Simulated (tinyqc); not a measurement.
Trench capacitor in an array: capacitance, non-linearity, leakage and relaxation: two steps of the calculation.

A film between two metal electrodes, each interface adding a series capacitance ci. The small-signal permittivity is ek (1 + aq E^2); the field is found with the linear permittivity. Leakage J = J0 sinh(E/Ef). After a voltage step the film passes a relaxation current kr C V tt^(-nr), tt being the time in seconds. The sidewall is a coaxial capacitor with radii a = dm/2 - t and b = dm/2, depth AR dm; the end face is left out.

Values chosen for this exercise; permittivity of the order of that of silicon nitride:
```
symbol    value       unit                                                             meaning
ek         7.48                                              relative permittivity of the film
t           9.5         nm                                                      film thickness
ci         1000    uF/cm^2  capacitance of each electrode interface (dead layer and screening)
aq       0.0033  cm^2/MV^2                     quadratic field coefficient of the permittivity
V           0.6          V                                                                bias
J0      4.4e-11     A/cm^2                                                   leakage prefactor
Ef         0.28      MV/cm                             field for an e-fold rise of the leakage
dm           88         nm                                                diameter of the hole
AR           30                                              aspect ratio, depth over diameter
pt          180         nm                                           pitch of the square array
rho         160    uohm cm                                  resistivity of the inner electrode
```

Constants: eps0 = 8.8541878128e-14 F/cm where lengths are in cm. Results are converted to the units shown.

Problem 1. Planar capacitance, field and non-linearity. Planar film: Cf = eps0 ek/t, 1/C = 1/Cf + 2/ci, EOT = 3.9 eps0/C, effective permittivity C t/eps0, E = (V/t) C/Cf; quadratic coefficient [C(V)/C - 1]/V^2 with Cf (1 + aq E^2) in C(V).

Wanted: Cf; C; EOT; effective permittivity; E; quadratic coefficient; J.

Solution 1.

Cf = 0.6972 uF/cm^2
C = 0.6962 uF/cm^2
EOT = 4.960 nm
effective permittivity = 7.470
E = 0.6307 MV/cm
quadratic coefficient = 3641 ppm/V^2
J = 2.069e-10 A/cm^2

The interfaces take 0.139 % of the voltage.

Problem 2. Cell capacitance, fields and time constant. Per length 1/c = ln(b/a)/(2 pi eps0 ek) + (1/a + 1/b)/(2 pi ci); cell capacitance c AR dm; per footprint over pt^2; fields c V/(2 pi eps0 ek r) at r = a and b; resistance of the inner electrode rho AR dm/(pi a^2); time constant R C/3 of the distributed line.

Wanted: a; b; cell capacitance; capacitance per footprint; field at a; field at b; R; R C/3.

Solution 2.

a = 34.500 nm
b = 44.000 nm
cell capacitance = 4.5103 fF
capacitance per footprint = 13.921 uF/cm^2
field at a = 0.71401 MV/cm
field at b = 0.55985 MV/cm
R = 1.1296 kohm
R C/3 = 1.6983 ps

The array gives 20.0 times the planar capacitance per footprint; curvature makes the field at the inner electrode 1.13 times the planar value.

Computed by the program tinyqc: `OMP_NUM_THREADS=1 python tinyqc.py 2102187 2102188 out.jsonl`, one thread of a shared Intel Xeon 2.30GHz, about 0.01 s for the whole run.
